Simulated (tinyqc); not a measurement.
p-type polysilicon, carrier trapping at grain boundaries: two steps of the calculation.

One-dimensional grains of size Lg, uniform ionised doping N, monovalent traps Qt at each boundary at a depth Et below (for electrons) or above (for holes) the band edge there, abrupt depletion of width W on each side of a boundary, Boltzmann statistics. xi is the distance from the band edge at the grain centre to the Fermi level. Trapped charge Qt/(1 + exp((xi + VB - Et)/Vt)) = 2 N W, barrier VB = q N W^2/(2 eps0 eps_r).

Values chosen for this exercise; values of the order met in polycrystalline silicon: temperature T = 350 K; relative permittivity eps_r = 11.7; valence-band density of states at T NB = 3.34e19 cm^-3; grain size Lg = 110 nm; trap density of a grain boundary Qt = 1.3e12 cm^-2; depth of the trap level from the majority band edge at the boundary Et = 0.42 eV; mass for thermionic emission ms = 0.41 m0; correction factor of the emission rate fe = 0.5; mobility inside the grains mug = 51 cm^2/(V s); doping N = 4e16 cm^-3.

Constants: q = 1.602176634e-19 C, kB = 1.380649e-23 J/K, m0 = 9.1093837015e-31 kg, Vt = kB T/q, eps0 = 8.8541878128e-14 F/cm where lengths are in cm. Results are converted to the units shown.

Question 1. Depletion width, Fermi level and barrier. If the trap equation with xi = Vt ln(NB/N) has a root W < Lg/2, the grain is partly depleted; otherwise W = Lg/2 and the trap equation gives xi = Et - VB + Vt ln(Qt/(N Lg) - 1). N* = Qt/Lg.

Wanted: N*; W; xi; VB; share of traps filled.

Answer 1.

N* = 1.1818e17 cm^-3
W = 55.000 nm
xi = 0.34664 V
VB = 0.093569 V
share of traps filled = 0.33846

N is 0.338 N*, and the grain is fully depleted; VB = 3.10 Vt.

Question 2. Resistivity and effective mobility. n0 = NB exp(-xi/Vt); mean density n0 (1 - 2 W/Lg) by charge balance in a partly depleted grain, and n0 (sqrt(pi)/2) erf(u)/u with u = sqrt(VB/Vt) in a fully depleted one; v = sqrt(kB T/(2 pi ms m0)); barrier resistivity Vt exp(VB/Vt)/(q fe n0 v Lg); grain resistivity (1 - 2 W/Lg)/(q n0 mug); effective mobility 1/(q mean density total resistivity).

W = 55 nm
xi = 0.34664358 V
VB = 0.093568825 V

Give: n0; mean density; v; barrier resistivity; grain resistivity; resistivity; effective mobility.

Answer 2.

n0 = 3.406e14 cm^-3
mean density = 1.692e14 cm^-3
v = 4.538e6 cm/s
barrier resistivity = 492.7 ohm cm
grain resistivity = 0.000 ohm cm
resistivity = 492.7 ohm cm
effective mobility = 74.87 cm^2/(V s)

The resistivity is 161 times that of a single crystal with the same N and mobility mug, and the mean density is 0.423 % of N. The effective mobility exceeds mug only because drift through the depleted grain is left out.

Numbers from tinyqc (`OMP_NUM_THREADS=1 python tinyqc.py 2830222 2830223 out.jsonl`; about 0.01 s on one thread of a shared Intel Xeon 2.30GHz).
